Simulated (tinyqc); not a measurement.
Worked calculation: Raman line shape of confined optical phonons and breathing modes of small crystals. Computed by tinyqc, a small Python program that keeps every step. Command: `OMP_NUM_THREADS=1 python tinyqc.py 3003105 3003106 out.jsonl confine walk`. One thread of a shared host (Intel(R) Xeon(R) Processor @ 2.30GHz), about 0.02 s of CPU time with the checks. Intermediate numbers are printed to about 6 digits and carried at full precision; extremes and crossings named in words are read from the listed rows.

Confinement in 2 direction(s) lets phonons with q away from zero scatter light. q is in units of 2 pi/a, from 0 to 1, and the branch is isotropic: omega(q)^2 = (omega_0^2 + omega_X^2)/2 + ((omega_0^2 - omega_X^2)/2) cos(pi q). The model and its constant beta are phenomenological; beta = 8 is the common choice.

Inputs (values chosen for the exercise, modelled on germanium):

| quantity | value | unit |
|---|---|---|
| bulk frequency omega_0 | 300.9 | 1/cm |
| frequency at the zone boundary omega_X | 246 | 1/cm |
| natural width Gamma_0 | 3.2 | 1/cm |
| lattice constant a | 5.658 | angstrom |
| size L | 15 | nm |
| confinement constant beta | 4 | - |
| probe offset omega - omega_0 | -1.6 | 1/cm |

Shape: wire.

## Range of wave vectors

Weight W(q) = q^1 exp(-(2 L q/a)^2/(2 beta)) dq, that is exp(-k^2 L^2/(2 beta pi^2)) for k = 2 pi q/a. Width q_c = a sqrt(2 beta)/(2 L), where the exponential falls to 1/e; curvature of the branch: omega(q) = omega_0 - c q^2, c = pi^2 (omega_0^2 - omega_X^2)/(8 omega_0); for small q_c the mean of q^2 is (number of confined directions) q_c^2/2, and the mean shift is -c times that.

q_c = 0.0533441 2 pi/a

curvature c = 123.103 1/cm

mean shift, quadratic estimate = -0.350301 1/cm

omega(q_c) - omega_0 = -0.349685 1/cm

## Intensity at one frequency

I(omega) = int W(q) / [(omega - omega(q))^2 + (Gamma_0/2)^2] dq / int W dq x (Gamma_0/2)^2, by 400 Gauss-Legendre points on 0 < q < min(1, 2.5 a sqrt(2 beta)/L). Bulk Lorentzian 1/(1 + (2 offset/Gamma)^2); mean shift = weighted mean of omega(q) less the bulk frequency.

I at the probe offset = 0.621349

bulk Lorentzian there = 0.5

mean shift, from the weights = -0.349069 1/cm

## Peak, width and asymmetry

The peak is the maximum of I; the width is taken between the half-maximum points, and the asymmetry is the low-side half-width over the high-side one.

peak shift = -0.31284 1/cm

full width = 3.3831 1/cm

asymmetry = 1.0396

peak height (bulk = 1) = 0.96339

The peak moves 90 % as far as the mean: the tail on the low side carries the rest. The asymmetry is too weak to tell size from stress or heating.

## Line shape against size

The formulas are those given above.

Line shape:

| L (nm) | peak shift (1/cm) | full width (1/cm) | asymmetry | mean shift, quadratic estimate (1/cm) |
|---|---|---|---|---|
| 3 | -2.4383 | 11.928 | 2.9124 | -8.75752 |
| 3.6 | -2.0098 | 9.298 | 2.445 | -6.08161 |
| 4.4 | -1.621 | 7.2885 | 2.0358 | -4.07116 |
| 5.5 | -1.2649 | 5.7791 | 1.6876 | -2.60554 |
| 7 | -0.94995 | 4.7162 | 1.4146 | -1.60852 |
| 10 | -0.59067 | 3.8237 | 1.1649 | -0.788177 |
| 15 | -0.31284 | 3.3831 | 1.0396 | -0.350301 |
| 25 | -0.12324 | 3.2286 | 1.0033 | -0.126108 |

The peak shift falls with exponent -1.06 at the small end and -1.82 at the large end. For still larger L it tends to the mean shift, which goes as 1/L^2; the ratio is 0.28 in the first row and 0.98 in the last. The width exceeds Gamma_0 by over 10 % for L up to 10 nm. In a wire the factor q lowers the weight at q = 0.

Checks made by the program: mean shift of a large crystal against the quadratic estimate (relative difference 2e-05).
